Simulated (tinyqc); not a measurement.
# Undoped symmetric double-gate MOSFET, analytic potential model: effect of the temperature

An undoped body of thickness ts between two equal insulators and tied gates; long channel, electrons only, n = ni exp((psi - V)/Vt) with V the quasi-Fermi potential (0 at the source, Vd at the drain), constant mobility, no quantisation. Across the body psi(x) = V - 2 Vt ln[(ts/(2 beta)) sqrt(q ni/(2 eps0 eps_r Vt)) cos(2 beta x/ts)], x from the centre. Q is the electron charge per area of the whole body.

Nc and Nv are given at 250 K and scale as (T/250 K)^1.5; Eg and mu are held fixed. ni = sqrt(Nc Nv) exp(-Eg/(2 Vt)), Eg in volts; r = eps_r tox/(eox ts); V0 = dphi + 2 Vt ln[(2/ts) sqrt(2 eps0 eps_r Vt/(q ni))]. beta (between 0 and pi/2) solves (Vg - V0 - V)/(2 Vt) = ln(beta) - ln(cos beta) + 2 r beta tan(beta). Q = 8 eps0 eps_r Vt beta tan(beta)/ts; I = mu (1/L)(4 eps0 eps_r/ts)(2 Vt)^2 [g(beta_s) - g(beta_d)] per width, g = beta tan(beta) - beta^2/2 + r beta^2 tan^2(beta), with beta_s at V = 0 and beta_d at V = Vd.  I(low) is taken at Vg = 0.16 V, Qs and I(high) at Vg = 0.91 V.

Values chosen for this exercise; material values close to those of silicon: band gap Eg = 1.13 eV; relative permittivity of the semiconductor eps_r = 11.6; conduction-band density of states at the reference temperature Nc = 2.16e19 cm^-3; valence-band density of states at the reference temperature Nv = 2.01e19 cm^-3; relative permittivity of the gate insulator eox = 25.6; insulator thickness tox = 8.1 nm; body thickness ts = 12 nm; gate work function less that of the intrinsic body dphi = -0.08 V; channel mobility mu = 120 cm^2/(V s); gate length L = 0.2 um; drain voltage Vd = 0.3 V.

Constants: q = 1.602176634e-19 C, kB = 1.380649e-23 J/K, Vt = kB T/q, eps0 = 8.8541878128e-14 F/cm where lengths are in cm. Results are converted to the units shown.

Effect of the temperature:

| T (K) | V0 (V) | I(low) (nA/um) | Qs(high) (nC/cm^2) | I(high) (uA/um) |
|---|---|---|---|---|
| 220 | 0.4236 | 0.001350 | 2128 | 249.8 |
| 250 | 0.4139 | 0.01454 | 2131 | 252.4 |
| 280 | 0.4040 | 0.09715 | 2139 | 255.5 |
| 310 | 0.3939 | 0.4613 | 2149 | 259.0 |
| 340 | 0.3838 | 1.700 | 2163 | 262.9 |
| 370 | 0.3735 | 5.158 | 2178 | 267.1 |
| 400 | 0.3631 | 13.44 | 2196 | 271.6 |
| 430 | 0.3526 | 31.01 | 2215 | 276.4 |

Read the table: what changes, and by how much?

As T goes from 220 to 430 K, I(low) rises from 0.00135 to 31.0 nA/um and I(high) rises from 250 to 276 uA/um. V0 falls from 0.424 to 0.353 V. In every row the surface density at the source at the higher gate voltage passes 0.3 Nc, where Boltzmann statistics fail. In every row the mobility is held fixed, though a real one changes with T.

Numbers from tinyqc (`OMP_NUM_THREADS=1 python tinyqc.py 2440136 2440137 out.jsonl`; about 0.03 s on one thread of a shared Intel Xeon 2.30GHz).
